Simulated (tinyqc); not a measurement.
# Anisotropic wet etching of Si(100): plane rates, V-grooves, membranes and undercut, step by step

A worked calculation. Computed by tinyqc, a small Python program that keeps every step. Command: `OMP_NUM_THREADS=1 python tinyqc.py 3012530 3012531 out.jsonl wetetch walk`. One thread of a shared host (Intel(R) Xeon(R) Processor @ 2.30GHz), about 0.01 s of CPU time with the checks. Intermediate numbers are printed to about 7 digits and carried at full precision; extremes and crossings named in words are read from the listed rows.

A long slot opens the mask on a (100) wafer. The floor etches at R100; (111) walls stand at theta = arctan(sqrt2) = 54.7356 degrees to the surface and recede at R111 along their normal.

Inputs (values chosen for the exercise, close to those used for tetramethylammonium hydroxide solutions):
```
quantity                                                                    value     unit
prefactor k0 of the (100) rate                                            6.6e+08   um/min
activation energy of (100), E                                               0.616       eV
ratio (100)/(111) at 80 C                                                      17        -
extra energy of (111), dE                                                    0.11       eV
ratio (100)/oxide at 80 C                                                    3100        -
extra energy of the oxide, dE_ox                                             0.24       eV
corner undercut rate over (100) rate, c                                       3.1        -
bath temperature T                                                             90        C
width w (mask opening along <110>, or membrane width in the design step)      3.4       um
misalignment of the mask                                                        0  degrees
etch time t                                                                   3.1      min
wafer thickness d                                                             525       um
membrane thickness wanted                                                      10       um
```

Constants: k_B = 8.617333262e-05 eV/K.

## Rates

R100 = k0 exp(-E/(k_B T)); a ratio given at 80 C scales as exp[(extra energy/k_B)(1/T - 1/353.15 K)]; R111 and R_ox follow by division. Temperatures in kelvin are T(C) + 273.15.

R100 = 1.865201 um/min

R111 = 0.1212004 um/min

R_ox = 7.476154e-04 um/min

anisotropy R100/R111 = 15.38940

## Shape after the time t

A misaligned edge exposes ledges and adds R100 sin(misalignment) to the lateral rate (a simple estimate): u = R111/sin(theta) + R100 sin(misalignment). Top width W = w + 2 u t; floor width b = W - 2 z/tan(theta) = W - sqrt2 z. The floor lasts until b = 0, at t_V = w/(sqrt2 R100 - 2u); depth z = R100 t before t_V and W/sqrt2 after.

lateral rate u = 0.1484396 um/min

time t_V to close the V = 1.452425 min

top width W = 4.320325 um

depth z = 3.054931 um

floor width b = 0 um

The groove has closed to a V and now deepens at sqrt2 u = 0.210 um/min, 11.3 % of R100.

## Designing a membrane from the back side

Etch depth d - membrane, time = depth/R100; for a membrane as wide as w the opening must be w + sqrt2 depth - 2 u time; oxide mask consumed R_ox x time; a 1 K error changes the depth by the fraction E/(k_B T^2); a convex mask corner, such as that of a mesa, would retreat by c x depth.

time to reach the membrane = 276.1096 min

opening needed = 649.7488 um

oxide consumed = 206.4238 nm

depth error per kelvin = 27.91534 um

retreat of a convex corner = 1596.5 um

The error per kelvin is 279 % of the membrane, so a timed etch cannot hold it and an etch stop is needed. A corner retreat larger than the depth shows why mesas need compensation structures. Caution: the remaining silicon is too narrow for its thickness to act as a membrane. Caution: rates also depend on concentration, doping, additives and stirring, all held fixed here.

## Speed against selectivity over temperature

Each row etches to the depth d - membrane; undercut per side = (R111/sin(theta) + R100 sin(misalignment)) x time.

Etching to a fixed depth:
```
T (C)  R100 (um/min)  R100/R111  time (h)  undercut (um)  oxide consumed (nm)
30          0.037908   30.85773  226.4269       20.44038              45.2418
40          0.080492   26.97531  106.6356       23.38225              60.6670
50          0.163132   23.77844   52.6158       26.52587              79.8876
60          0.316890   21.11976   27.0862       29.86510             103.4740
70          0.592202   18.88842   14.4939       33.39313             132.0183
80          1.068199   17.00000    8.0353       37.10257             166.1290
90          1.865201   15.38940    4.6018       40.98560             206.4238
100         3.160999   14.00590    2.7154       45.03413             253.5240
```

From 30 to 100 C the time falls by a factor 83.4, while the oxide loss grows by 5.60 and the undercut by 2.20: the slower planes and the mask have the higher activation energies, so heat costs selectivity.

Checks made by the program: depth against time integration (relative difference below 1e-10).
